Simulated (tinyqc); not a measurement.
Quantum-confined Stark effect in a modulator well: sweeps and comparisons. A value that a table varies takes the place of the one given here.

Envelopes on cells of 0.5 angstrom over the well |z| < L/2 and 45 angstrom of barrier on each side, psi = 0 beyond, psi'/m continuous (mean mass between points), c = hbar^2/2m0. The electron sees + e F z and the hole - e F z, each with its offset in the barriers; 1 kV/cm = 1e-5 eV/angstrom. Light holes, band mixing and escape by tunnelling are left out.

Exciton: in-plane function exp(-rho/lam), 1/mu = 1/me + 1/mp, E(lam) = c/(mu lam^2) - (q/eps) times the integral over k of Fm(k)(1 + (k lam/2)^2)^(-3/2), Fm(k) the double integral of psi_e^2 psi_h^2 exp(-k |z - z'|), q = e^2/(4 pi eps0); binding Eb = -E at the minimum. Line at Eg + E_e + E_h - Eb, strength proportional to overlap^2/lam^2.

Constants: hbar^2/2m0 = 3.80998211 eV angstrom^2; e^2/(4 pi eps0) = 14.39964547 eV angstrom; hc = 1239.841984 eV nm.

Values chosen for the exercise (near those of an InGaAsP well in InP; the results hold for these values, not for the real material):
```
symbol  value                             unit      meaning
L       116                               angstrom  well width
Vc      0.189                             eV        conduction offset
Vv      0.296                             eV        heavy-hole offset
me      0.0496                            m0        electron, well
meb     0.0787                            m0        electron, barrier
mh      0.373                             m0        heavy hole along z, well
mhb     0.482                             m0        heavy hole, barrier
Eg      0.849                             eV        gap of the well
mp      0.114                             m0        heavy hole in the plane
eps     13.3                                        dielectric constant
Fs      (0, 21, 42, 64, 88, 113, 141)     kV/cm     fields
Ls      (50, 66, 84, 104, 126, 150, 170)  angstrom  widths
F_L     59                                kV/cm     field for this table
F       59                                kV/cm     field
```

## Raising the field

All quantities anew; shifts from zero field.

Results:
```
F (kV/cm)  dE_e (meV)  dE_h (meV)  Eb (meV)  line shift (meV)  overlap^2  relative strength
0                0.00        0.00      6.13              0.00      0.950              1.000
21              -0.48       -1.28      5.98             -1.62      0.857              0.867
42              -1.92       -4.70      5.67             -6.16      0.670              0.621
64              -4.39       -9.78      5.33            -13.38      0.486              0.407
88              -8.14      -16.43      5.02            -23.47      0.333              0.252
113            -13.09      -24.20      4.75            -35.92      0.222              0.154
141            -19.75      -33.61      4.52            -51.75      0.140              0.089
```

The line shift grows with exponent 1.93 in F at low field and 1.65 at the end, as the carriers come up against opposite walls and the dipole begins to saturate. The hole gives 73 % of the level shift in the second row and 63 % in the last. The largest shift is 8.4 times the zero-field binding, yet 74 % of the binding survives, since the walls stop the field from pulling the pair apart. Half the strength is gone between 42 and 64 kV/cm.

## Width of the well

Zero-field line, its shift at F_L and the relative strength.

Results:
```
L (angstrom)  line at F = 0 (nm)  Eb (meV)  shift (meV)  relative strength  shift x strength (meV)
50                        1315.6      7.20        -1.25              0.973                    1.22
66                        1356.1      6.91        -2.42              0.925                    2.24
84                        1385.1      6.60        -4.68              0.804                    3.76
104                       1405.9      6.29        -8.55              0.590                    5.04
126                       1420.9      5.99       -14.41              0.343                    4.94
150                       1431.7      5.71       -22.47              0.154                    3.47
170                       1438.1      5.50       -30.29              0.069                    2.09
```

The shift grows with exponent 2.38 in L over the first two rows and 2.39 over the last two, against 4 for hard walls at second order; leakage lowers it in narrow wells and saturation in wide ones. The strength falls from 0.97 to 0.07, and the product of the two is largest at 104 angstrom.

## What each parameter does

Zero-field line, shift at F, overlap^2 and Eb at F. Each row changes one parameter from the base and keeps the others.

Results:
```
case              line (nm)  shift (meV)  overlap^2  Eb (meV)
base                 1414.8       -11.55      0.524      5.41
L = 106 angstrom     1407.5        -9.01      0.619      5.72
F = 47 kV/cm         1414.8        -7.60      0.625      5.59
Vc = 0.151 eV        1417.5       -12.01      0.503      5.33
Vv = 0.37 eV         1414.6       -11.27      0.532      5.43
me = 0.057 m0        1418.3       -11.53      0.515      5.73
mh = 0.317 m0        1413.5       -11.07      0.557      5.44
eps = 12             1416.6       -11.38      0.524      6.38
```

The largest shifts from the base row, up to three for each result and ties (the steps differ in size, so this ranks the rows, not the parameters). line (nm): L -7.3, me +3.5, Vc +2.8; unchanged at the printed digits by F. shift (meV): F +3.95, L +2.54, mh +0.48. overlap^2: F +0.101, L +0.095, mh +0.033; unchanged at the printed digits by eps. Eb (meV): eps +0.97, me +0.32, L +0.32.

Computed by tinyqc, a small Python program: `OMP_NUM_THREADS=1 python tinyqc.py 1281988 1281989 out.jsonl` (the numbers bound the seed that draws the inputs); one thread of a shared host (Intel(R) Xeon(R) Processor @ 2.30GHz), about 0.1 s for the whole set of steps.
